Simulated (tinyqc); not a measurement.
What each parameter does: finite square well with mass mismatch (envelope functions).

A square well of width L and depth V0, mass mw inside and mb outside, energies from the bottom of the well, c = hbar^2/2m0. k = sqrt(mw E/c), kappa = sqrt(mb (V0 - E)/c). psi and psi'/m are continuous at the walls (BenDaniel-Duke), so level n solves k L + 2 atan[(k/mw)/(kappa/mb)] = n pi.

Constants: hbar^2/2m0 = 3.80998211 eV angstrom^2.

Parameters, chosen for this exercise (near those of the light valleys of a Si film in HfO2; not measured data):
- L = 58 angstrom (well width)
- V0 = 1.57 eV (barrier height)
- mw = 0.185 m0 (mass in the well)
- mb = 0.174 m0 (mass in the barrier)

Parabolic bands. Pb is the probability of level 1 in the barriers, (A^2/kappa)/(A^2/kappa + L/2 + sin(kL)/(2k)) with A = cos(kL/2).

Results for these values:
```
case  E1 (eV)  bound levels      Pb  V0 - E1 (eV)
base   0.0480             6  0.0034        1.5220
```

What happens to each result for mw = 0.1665 m0, all else kept?

Answer: E1 rises from 0.0480 to 0.0521; bound levels falls from 6 to 5; Pb rises from 0.0034 to 0.0040; V0 - E1 falls from 1.5220 to 1.5179.

The same for each parameter in turn:
```
case             E1 (eV)  bound levels      Pb  V0 - E1 (eV)
base              0.0480             6  0.0034        1.5220
L = 52 angstrom   0.0582             5  0.0045        1.5118
V0 = 1.335 eV     0.0471             5  0.0042        1.2879
mw = 0.1665 m0    0.0521             5  0.0040        1.5179
mb = 0.1392 m0    0.0491             6  0.0031        1.5209
```

(tinyqc, `OMP_NUM_THREADS=1 python tinyqc.py 1250914 1250915 out.jsonl`, Intel(R) Xeon(R) Processor @ 2.30GHz, 1 thread, shared host, about 0.01 s.)
